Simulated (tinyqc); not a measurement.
What each parameter does: Weaire-Thorpe hybrids on a Bethe lattice: gap and dangling bond of an amorphous tetrahedral solid.

Four sp3 hybrids an atom at energy 0, coupled by -V1 on the atom and by -V2 along a bond; the bonds form a tree (no rings). For any network the gap runs at least from -V2 + V1 to V2 - 3 V1, and p-like states pile up at -V2 + V1 and V2 + V1. On the tree the gap is wider: it ends at Ec = -V1 + sqrt(V2^2 + 4 V1^2 - 2 sqrt3 V1 V2), which makes it well wider than the gaps of the real glasses. A branch seen from a hybrid has the self-energy S = V2^2 g, where g is the Green function of the hybrid across the bond, whose three partners carry S themselves. With a = z - V1, b = a - S: g = 1/(a + V1 b/(b + 3 V1)), z = E + i eta. A full atom has G = (1/b)(b + 3 V1)/(b + 4 V1) per hybrid; a dangling hybrid with shift dh has G = 1/(1/g - dh).

Values chosen for the exercise (out of a larger set: of the size of tabulated hybrid energies for amorphous germanium; not measured data): V1 = 1.86 eV (coupling of two hybrids on one atom); V2 = 4.33 eV (coupling of the two hybrids of a bond); dh = -0.94 eV (shift of the dangling hybrid (rehybridisation)).

Ev = -V2 + V1, conduction edge of the tree -V1 + sqrt(V2^2 + 4 V1^2 - 2 sqrt3 V1 V2), and the level that solves 1/g(E) = dh for eta = 0.

One parameter was then changed.

Results before and after:
```
case     Ev (eV)  Ec (eV)  level (eV)  weight
base     -2.4700   0.3052     -0.4921   0.579
changed  -2.4700   0.3052     -0.5504   0.586
```

Which of these changes was made? (a) V1 = 1.78 eV; (b) dh = -1.04 eV; (c) V2 = 4.48 eV.
Answer: (b) dh = -1.04 eV. Of the candidates, run in turn, only this one gives the changed row.

All candidates:
```
case           Ev (eV)  Ec (eV)  level (eV)  weight
base           -2.4700   0.3052     -0.4921   0.579
V1 = 1.78 eV   -2.5500   0.3933     -0.5264   0.607
V2 = 4.48 eV   -2.6200   0.3857     -0.5173   0.599
dh = -1.04 eV  -2.4700   0.3052     -0.5504   0.586
```

(tinyqc, `OMP_NUM_THREADS=1 python tinyqc.py 1480645 1480646 out.jsonl`, Intel(R) Xeon(R) Processor @ 2.30GHz, 1 thread, shared host, about 0.02 s.)
